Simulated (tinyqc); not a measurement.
What moves the results: Landau levels with Rashba coupling. A value that a table varies takes the place of the one given here.

H = (p + eA)^2/2m + aR (sx ky - sy kx) + gs muB B sz/2. With d = 1/2 - gs m/4: E_0 = d hbar wc, and E(N, +/-) = hbar wc [N +/- sqrt(d^2 + 2 N aR^2/(l hbar wc)^2)] for N >= 1.

In a field B along z: l = 1/sqrt((e/hbar) B) is the magnetic length, n_B = B/(h/e) the number of states per area in one level, hbar wc = 2 muB B/m for mass m in m0; 1/angstrom^2 = 1e16/cm^2.

Each listed level takes n_B electrons. At zero temperature and without broadening EF sits in the partly filled level.

Constants: e/hbar = 1.519267448e-05 1/(T angstrom^2); h/e = 413566.7697 T angstrom^2; muB = 5.788381798e-05 eV/T.

Parameters, chosen for this exercise (near those of an asymmetric InAs well; the results hold for these values, not for the real material): m = 0.0296 m0 (mass); gs = -9.84 (g factor); aR = 0.36 eV angstrom (Rashba constant); Bs = (1, 2, 3, 5, 7, 10, 14) T (fields); B = 9.4 T (magnetic field); n = 9.9 x 1e11/cm^2 (electron sheet density).

## The fan of levels

The four lowest levels against B, with their labels in order.

Levels (meV):

| B (T) | first | second | third | fourth | order |
|---|---|---|---|---|---|
| 1.00 | 0.92 | 2.24 | 4.23 | 6.90 | 1- 0 2- 1+ |
| 2.00 | 2.54 | 4.48 | 9.66 | 13.11 | 1- 0 2- 1+ |
| 3.00 | 4.18 | 6.72 | 15.17 | 19.28 | 1- 0 2- 1+ |
| 5.00 | 7.51 | 11.20 | 26.27 | 31.60 | 1- 0 2- 1+ |
| 7.00 | 10.84 | 15.68 | 37.40 | 43.92 | 1- 0 2- 1+ |
| 10.0 | 15.85 | 22.40 | 54.12 | 62.38 | 1- 0 2- 1+ |
| 14.0 | 22.52 | 31.36 | 76.43 | 86.99 | 1- 0 2- 1+ |

The fourth level grows as B^0.93 over the first two rows and B^0.99 over the last two (1 for a parabolic band without a fixed offset such as a valley splitting, 1/2 for massless Dirac electrons). The order of the levels does not change. The term 2 aR^2/(l hbar wc)^2 falls as 1/B, from 0.257 to 0.018, against d^2 = 0.328.

## What each parameter does

The second and third levels from below, nu = n/n_B, and EF. Each row changes one parameter from the base and keeps the others.

Results:

| case | second level (meV) | third level (meV) | nu | EF (meV) |
|---|---|---|---|---|
| base | 21.06 | 50.78 | 4.36 | 86.74 |
| B = 7.99 T | 17.90 | 42.92 | 5.12 | 82.08 |
| m = 0.0355 m0 | 18.00 | 41.35 | 4.36 | 71.10 |
| gs = -11.8 | 21.59 | 50.28 | 4.36 | 86.27 |
| aR = 0.432 eV angstrom | 21.06 | 50.07 | 4.36 | 85.73 |
| n = 8.42 x 1e11/cm^2 | 21.06 | 50.78 | 3.70 | 58.68 |

The largest shifts from the base row, up to three for each result and ties (the steps differ in size, so this ranks the rows, not the parameters). second level (meV): B -3.16, m -3.06, gs +0.53; unchanged at the printed digits by aR and n. third level (meV): m -9.43, B -7.86, aR -0.71; unchanged at the printed digits by n. nu: B +0.77, n -0.65; unchanged at the printed digits by m, gs and aR. EF (meV): n -28.06, m -15.64, B -4.67.

(tinyqc, `OMP_NUM_THREADS=1 python tinyqc.py 1250881 1250882 out.jsonl`, Intel(R) Xeon(R) Processor @ 2.30GHz, 1 thread, shared host, about 0.02 s.)
